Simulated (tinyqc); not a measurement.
Single-domain magnet: Stoner-Wohlfarth switching, Neel-Arrhenius retention, LLG dynamics and spin torque: one step, computed by the program tinyqc. Command: `OMP_NUM_THREADS=1 python tinyqc.py 3028030 3028031 out.jsonl macro walk`. One thread of a shared host (Intel(R) Xeon(R) Processor @ 2.30GHz), about 0.01 s of CPU time with the checks.

The moment is uniform, with unit vector m; z is the easy axis. mu_0 = 1.25663706212e-6 T m/A, gamma = 1.76085963023e11 rad/(s T).

Question. Retention at zero field. Delta = K_eff V/(k_B T); tau = exp(Delta)/f0; probability of a flip within t_w: P = 1 - exp(-t_w/tau). Wall width parameter sqrt(A/K_eff); a two-domain state costs 4 sqrt(A K_eff) times the cross-section that the wall cuts (pi d^2/4).

Inputs (values chosen for the exercise, for a model magnet):
```
quantity              value  unit
diameter d                6    nm
exchange stiffness A     24  pJ/m
temperature T           398     K
attempt frequency f0     10   GHz
waiting time t_w          1     s
```

Shape: prolate spheroid, easy axis along it.

K_eff = 503.6322 kJ/m^3

volume V = 520.2477 nm^3

Constants: k_B = 1.380649e-23 J/K.

Give: stability factor Delta; log10 of tau in s; probability of a flip; wall parameter; barrier of the wall path / k_B T.

Answer.

stability factor Delta = 47.68

log10 of tau in s = 10.71

probability of a flip = 1.958e-11

wall parameter = 6.903 nm

barrier of the wall path / k_B T = 71.56

Ten years (3.15e8 s) need Delta > 42.6 for tau alone; this element has 47.7. Coherent rotation is the cheaper path.
